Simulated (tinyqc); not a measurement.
Inside a calculation. Model: one-diode model of a solar cell.

Program tinyqc, `OMP_NUM_THREADS=1 python tinyqc.py 2280007 2280008 out.jsonl`; Intel Xeon 2.30GHz, shared host, one thread, about 0.01 s. Printed values are rounded.

J is the current delivered and Vj = V + J Rs the junction voltage. J = X JL - J01 (exp(Vj/(n1 Vt)) - 1) - Vj/Rp. The photocurrent does not depend on voltage.

Parameters, values chosen for the exercise; values of the order met in cells of silicon: temperature T = 348 K; photocurrent at one sun JL = 32.8 mA/cm^2; concentration X = 50 suns; saturation current of the diode J01 = 1.2e-6 A/cm^2; ideality factor of the diode n1 = 1.46; series resistance Rs = 0 ohm cm^2; shunt resistance Rp = 400 ohm cm^2; incident power at one sun Pin = 100 mW/cm^2.

Constants: q = 1.602176634e-19 C, kB = 1.380649e-23 J/K, Vt = kB T/q. Results are converted to the units shown.

## Starting value

Vj = 0.56 V.

Vj at the start = 0.56 V

## Iteration 1: new Vj

Open circuit: J(Vj) = 0. G = -dJ/dVj = J01 exp(Vj/(n1 Vt))/(n1 Vt) + 1/Rp. Vj(new) = Vj + J/G.

J = 1208.107 mA/cm^2
G = 9.834967 S/cm^2
Vj after iteration 1 = 0.6828379 V

## Iteration 2: new Vj

As before.

J = -5480.868 mA/cm^2
G = 162.6038 S/cm^2
Vj after iteration 2 = 0.6491310 V

## Iteration 3: new Vj

As before.

J = -1658.336 mA/cm^2
G = 75.29927 S/cm^2
Vj after iteration 3 = 0.6271078 V

## Course of the iteration

Stop when the step is below 1e-10 V, or after 80 iterations.

Course of the iteration:
```
iteration  Vj before the step (V)   step (V)
1                            0.56      0.123
2                       0.6828379    -0.0337
3                       0.6491310    -0.0220
4                       0.6271078   -7.80e-3
5                       0.6193090   -7.83e-4
6                       0.6185263   -7.08e-6
7                       0.6185192  -5.73e-10
8                       0.6185192          0
```

Converged in 8 iterations.

## Figures of merit

Jsc at V = 0, Voc at J = 0, the maximum power point where J (1 + 2 Rs G) = G Vj with G = -dJ/dVj; FF = Vmp Jmp/(Voc Jsc); efficiency Vmp Jmp/(X Pin). Empirical fill factor without parasitics FF0 = (v - ln(v + 0.72))/(v + 1), v = Voc/(n1 Vt).

Jsc = 1640 mA/cm^2
Voc = 0.6185192 V
Vmp = 0.5075837 V
Jmp = 1508.704 mA/cm^2
FF = 0.7549441
efficiency = 15.31587 %
FF0 = 0.7555492

FF is 0.080 % below FF0. Removing one loss at a time changes the efficiency by: shunt +0.01 points.
